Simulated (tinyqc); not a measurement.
# Charge pumping in an n-channel transistor: effect of temperature

The gate is pulsed from accumulation to inversion and back. Energies E are counted from the intrinsic level; Dit(E) = D0 [1 + b (2 E/Eg)^2]. During each edge the traps near the bands emit their carriers, and those between Eh and Ee recombine once a cycle.

Nc and Nv are given at 300 K and scale as T^1.5, vth as T^0.5; Eg and the cross-sections are held. ni = sqrt(Nc Nv) exp(-Eg/(2 Vt)), Eg in volts; emission times te = (dV/Va) tf and th = (dV/Va) tr; Ee = -Vt ln(vth sn ni te), Eh = +Vt ln(vth sp ni th). Nit = integral of Dit from Eh to Ee = D0 [Ee - Eh + 4 b (Ee^3 - Eh^3)/(3 Eg^2)], Qcp = q A Nit, Icp = f Qcp.

Values chosen for this exercise; band and dielectric values close to those of silicon:
```
symbol    value         unit                                                               meaning
Eg         1.14           eV                                                              band gap
Nc      2.81e19        cm^-3                            conduction-band density of states at 300 K
Nv      2.66e19        cm^-3                               valence-band density of states at 300 K
A          0.25         um^2                                                             gate area
D0       1.9e11  cm^-2 eV^-1                                                trap density at midgap
b             0                                    rise of the trap density towards the band edges
sn      2.1e-15         cm^2                                           cross-section for electrons
sp      1.6e-15         cm^2                                               cross-section for holes
vth       1.4e7         cm/s  thermal velocity at 300 K, one nominal value for electrons and holes
dV         0.65            V                                                             Vth - Vfb
Va            3            V                                                          pulse height
f         21000           Hz                                                             frequency
tr         4200           ns                                                             rise time
tf         1500           ns                                                             fall time
```

Constants: q = 1.602176634e-19 C, kB = 1.380649e-23 J/K, Vt = kB T/q. Results are converted to the units shown.

Effect of temperature:
```
T (K)	Ee (eV)	Eh (eV)	Nit (cm^-2)	Icp (pA)
180	0.3924	-0.3806	1.469e11	1.235
220	0.3453	-0.3309	1.285e11	1.081
260	0.2970	-0.2800	1.096e11	0.9220
300	0.2475	-0.2280	9.035e10	0.7599
340	0.1972	-0.1750	7.072e10	0.5949
380	0.1461	-0.1213	5.079e10	0.4273
420	0.09421	-0.06678	3.059e10	0.2573
```

The window Ee - Eh shrinks from 0.773 to 0.161 eV, since emission is faster when hot, and Icp falls from 1.24 to 0.257 pA.

Range of the model: The Fermi levels of inversion and accumulation are taken to lie beyond Ee and Eh, the flat tops to fill all traps, and no geometric current is added.

tinyqc, about 0.01 s, one thread, Intel Xeon 2.30GHz (shared host): `OMP_NUM_THREADS=1 python tinyqc.py 2030125 2030126 out.jsonl`
